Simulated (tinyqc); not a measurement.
Length of a molecular wire: coherent transport through a tight-binding bridge. Computed by the program tinyqc. T = Gamma_L Gamma_R |G_1n|^2 with the self-energies of semi-infinite chains.

A uniform bridge between two chains:
```
parameter,value
site energy (eV),1.270000
hopping in the bridge (eV),1.020000
lead hopping (eV),2.270000
couplings (eV),"0.69, 1.04"
E (eV),0.260000
```

Transmission against length:
```
sites,T,ln T
2,8.2722e-01,-0.1897
3,3.1377e-01,-1.1591
4,2.5622e-01,-1.3617
5,8.3689e-01,-0.1781
6,3.0865e-01,-1.1755
7,2.5887e-01,-1.3514
8,8.4549e-01,-0.1678
9,3.0375e-01,-1.1915
10,2.6166e-01,-1.3407
```

What does the comparison show, and why?

E lies inside the band of the bridge (|E - e|/2h = 0.495 < 1): T does not decay but oscillates with length, between 0.256 and 0.845 here, as levels of the bridge pass E.
